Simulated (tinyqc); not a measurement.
Competing polymorphs of an oxide film: bulk, surface, grain-boundary, dopant and field terms: one step, computed by the program tinyqc.

Phases: monoclinic m (reference), polar orthorhombic o, tetragonal t. Free energies per formula unit (f.u.); 1 J/m^2 x angstrom^3/nm = 6.241509 meV.

Problem. A field. The polar phase gains -P E Omega (1 microcoulomb/cm^2 x MV/cm x angstrom^3 = 0.006241509 meV); the dielectric term -(1/2) eps_0 (eps - 1) E^2 Omega is left out. Where t lies below o, o is reached at E_up = [G(o) - G(t)]/(P Omega), else 0.

Inputs (values chosen for the exercise, for a model oxide):

| quantity | value | unit |
|---|---|---|
| volume per formula unit Omega | 33.6 | angstrom^3 |
| temperature T | 1100 | K |
| polarisation of o | 45 | microcoulomb/cm^2 |
| field E | 2.6 | MV/cm |

G(t) - G(o) = -21.03859 meV/f.u.

Give: gain P E Omega; G(t) - G(o) in the field; crossing field E_up.

Solution.

gain P E Omega = 24.537 meV/f.u.

G(t) - G(o) in the field = 3.4980 meV/f.u.

crossing field E_up = 2.2293 MV/cm

Caution: this is an equilibrium ranking; real films often keep the phase that nucleates first on cooling from t.
